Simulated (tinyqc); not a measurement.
# MOSFET in the linear regime without short-channel effects, parameter extraction from computed curves: what changes with what

Inversion charge Q = Cox n Vt W0(exp((Vg - VT)/(n Vt))), W0 the Lambert function and n = nf; u = Q/Cox; mobility mu = mu0/(1 + th1 u + th2 u^2); channel resistance Rch = (L - dL)/(W mu Q); Id = Vd/(Rch + Rsd/W). Cox = eps0 eox/tox. Small Vd, no channel-length or drain effects.

Inputs (values chosen for the exercise); channel values of the order met in silicon transistors:
- T = 300 K (temperature)
- eox = 3.9 (relative permittivity of the gate insulator (close to silicon dioxide))
- tox = 2.3 nm (insulator thickness)
- mu0 = 150 cm^2/(V s) (low-field mobility)
- th1 = 0.36 1/V (first mobility attenuation factor)
- th2 = 0 1/V^2 (second mobility attenuation factor)
- VT = 0.23 V (threshold voltage)
- nf = 1.44 (body factor)
- W = 1 um (gate width)
- L = 0.45 um (drawn gate length)
- dL = 0.015 um (drawn less effective length)
- Rsd = 92 ohm um (source plus drain resistance)
- Vd = 0.01 V (drain voltage)

Constants: q = 1.602176634e-19 C, kB = 1.380649e-23 J/K, Vt = kB T/q, eps0 = 8.8541878128e-14 F/cm where lengths are in cm. Results are converted to the units shown.

Each table varies one quantity; the others keep the values above.

## Extraction methods against the first mobility attenuation factor

From the continuous curve Id(Vg): tangent at peak gm (V_ext = Vg - Id/gm); constant current Id = 0.1 uA W/L; peak of d2Id/dVg2; Y = Id/sqrt(gm) drawn through Vg = VT + 0.6 and VT + 0.8 V, with intercept VT_Y and slope s. Mobilities gm,max L/(W Cox Vd) and s^2 L/(W Cox Vd) with the drawn L. Last column: share of Rsd/W in the total resistance at VT + 0.8 V.

Extraction methods against the first mobility attenuation factor:

| th1 (1/V) | V_ext (V) | constant current (V) | second derivative (V) | VT_Y (V) | mobility from gm (cm^2/(V s)) | mobility from Y (cm^2/(V s)) | series share (%) |
|---|---|---|---|---|---|---|---|
| 0 | 0.278 | 0.278 | 0.223 | 0.276 | 138 | 137 | 3.19 |
| 0.2 | 0.246 | 0.279 | 0.221 | 0.276 | 120 | 137 | 2.81 |
| 0.4 | 0.234 | 0.280 | 0.219 | 0.276 | 110 | 137 | 2.51 |
| 0.6 | 0.227 | 0.281 | 0.217 | 0.276 | 103 | 137 | 2.27 |
| 0.8 | 0.221 | 0.281 | 0.216 | 0.276 | 98.0 | 137 | 2.08 |
| 1 | 0.217 | 0.282 | 0.214 | 0.276 | 93.5 | 137 | 1.91 |
| 1.2 | 0.213 | 0.283 | 0.213 | 0.276 | 89.7 | 137 | 1.77 |

The model has VT = 0.23 V and mu0 = 150 cm^2/(V s). Over the table the extracted thresholds move by 65 mV (tangent), 4.3 mV (constant current), 9.0 mV (second derivative), under 0.5 mV (Y function). The mobility from gm falls from 138 to 89.7 and that from Y stays near 137 cm^2/(V s).

## Extraction methods against the source plus drain resistance

Same model as above.

Results:

| Rsd (ohm um) | V_ext (V) | constant current (V) | second derivative (V) | VT_Y (V) | mobility from gm (cm^2/(V s)) | mobility from Y (cm^2/(V s)) | series share (%) |
|---|---|---|---|---|---|---|---|
| 0 | 0.239 | 0.279 | 0.220 | 0.276 | 114 | 137 | 0 |
| 50 | 0.237 | 0.280 | 0.220 | 0.276 | 113 | 137 | 1.41 |
| 200 | 0.233 | 0.280 | 0.219 | 0.276 | 110 | 137 | 5.42 |
| 400 | 0.229 | 0.280 | 0.218 | 0.276 | 106 | 137 | 10.3 |
| 800 | 0.223 | 0.281 | 0.216 | 0.276 | 99.8 | 137 | 18.6 |
| 1500 | 0.215 | 0.282 | 0.214 | 0.276 | 91.7 | 137 | 30.1 |

Estimate the missing row, Rsd = 100 ohm um.

Computed row:

| Rsd (ohm um) | V_ext (V) | constant current (V) | second derivative (V) | VT_Y (V) | mobility from gm (cm^2/(V s)) | mobility from Y (cm^2/(V s)) | series share (%) |
|---|---|---|---|---|---|---|---|
| 100 | 0.236 | 0.280 | 0.220 | 0.276 | 112 | 137 | 2.79 |

With this row back in the table: The model has VT = 0.23 V and mu0 = 150 cm^2/(V s). Over the table the extracted thresholds move by 24 mV (tangent), 2.8 mV (constant current), 5.5 mV (second derivative), under 0.5 mV (Y function). The mobility from gm falls from 114 to 91.7 and that from Y stays near 137 cm^2/(V s). Y cancels the series resistance, which multiplies Id and sqrt(gm) by the same factor.

tinyqc, about 0.01 s, one thread, Intel Xeon 2.30GHz (shared host): `OMP_NUM_THREADS=1 python tinyqc.py 2210081 2210082 out.jsonl`
